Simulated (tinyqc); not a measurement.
# Ellipsometry and reflectance of a transparent film on an absorbing substrate: what changes with what

Air (index 1), film, substrate with N2 = n2 - i k2; time factor exp(+i w t). q_j = sqrt(N_j^2 - sin^2 th), root with positive real part. Fresnel coefficients r_s = (q_a - q_b)/(q_a + q_b), r_p = (N_b^2 q_a - N_a^2 q_b)/(N_b^2 q_a + N_a^2 q_b). tan(Psi) exp(i Delta) = R_p/R_s, Delta taken from 0 to 360 degrees.

Values chosen for this exercise; indices close to those of a porous low-k film on silicon:
```
symbol  value     unit                                  meaning
lam     632.8       nm                               wavelength
th         65  degrees                       angle of incidence
n1      1.287                     index of the transparent film
d          71       nm                           film thickness
n2      3.882                            index of the substrate
k2      0.019           extinction coefficient of the substrate
```

Each table varies one quantity; the others keep the values above.

## Psi and Delta against the film thickness

beta = 2 pi d q1/lam, X = exp(-2 i beta), R = (r01 + r12 X)/(1 + r01 r12 X) for p and s. The last column is the derivative of Delta.

Results:
```
d (nm),Psi (degrees),Delta (degrees),|R_p|^2,|R_s|^2,dDelta/dd (degrees/nm)
0,17.76,179.6,0.06541,0.6378,-1.202
2,17.77,177.2,0.06550,0.6377,-1.201
4,17.80,174.8,0.06572,0.6375,-1.196
8,17.92,170.0,0.06657,0.6366,-1.180
10,18.01,167.7,0.06720,0.6360,-1.168
12,18.11,165.4,0.06795,0.6352,-1.153
14,18.23,163.1,0.06884,0.6342,-1.137
16,18.37,160.8,0.06985,0.6331,-1.119
```

Estimate the missing row, d = 6 nm.

Computed row:
```
d (nm),Psi (degrees),Delta (degrees),|R_p|^2,|R_s|^2,dDelta/dd (degrees/nm)
6,17.85,172.4,0.06608,0.6371,-1.189
```

With this row back in the table: Delta falls from 179.58 to 160.81 degrees while Psi moves from 17.76 to 18.37: Delta changes 30.4 times as much as Psi. With the slope of the first row an error of 0.01 degree in Delta means 0.0083 nm.

## Effect of the angle of incidence

Same model as above.

dDelta/dd is the derivative of Delta; period lam/(2 q1).

Result of one run:
```
th (degrees),Psi (degrees),Delta (degrees),|R_p|^2,|R_s|^2,dDelta/dd (degrees/nm),period (nm)
80,29.42,46.75,0.2461,0.7736,0.003149,381.9
```

What becomes of these results when the angle of incidence th is changed from 80 to 70 degrees, all else the same?

Result of the changed run:
```
th (degrees),Psi (degrees),Delta (degrees),|R_p|^2,|R_s|^2,dDelta/dd (degrees/nm),period (nm)
70,25.08,98.31,0.1323,0.6043,-0.3494,359.8
```

The whole series:
```
th (degrees),Psi (degrees),Delta (degrees),|R_p|^2,|R_s|^2,dDelta/dd (degrees/nm),period (nm)
50,34.17,153.5,0.1811,0.3931,-0.2275,305.9
55,31.66,145.1,0.1647,0.4333,-0.2985,318.7
60,29.02,133.8,0.1480,0.4811,-0.3678,332.3
65,26.59,118.6,0.1347,0.5377,-0.4045,346.3
70,25.08,98.31,0.1323,0.6043,-0.3494,359.8
75,25.67,73.22,0.1576,0.6825,-0.1731,372.0
80,29.42,46.75,0.2461,0.7736,0.003149,381.9
85,36.29,22.32,0.4738,0.8790,0.04973,388.3
```

Psi goes from 34.2 through a minimum of 25.1 (at th = 70 among the rows listed) to 36.3 degrees and |R_p|^2 goes from 0.181 through a minimum of 0.132 (at th = 70 among the rows listed) to 0.474. The slope of Delta is largest in size, 0.405 degrees/nm, at th = 65 among the rows. The bare substrate has its smallest |R_p| near arctan(n2) = 75.6 degrees.

Numbers from tinyqc (`OMP_NUM_THREADS=1 python tinyqc.py 2870180 2870181 out.jsonl`; about 0.5 s on one thread of a shared Intel Xeon 2.30GHz).
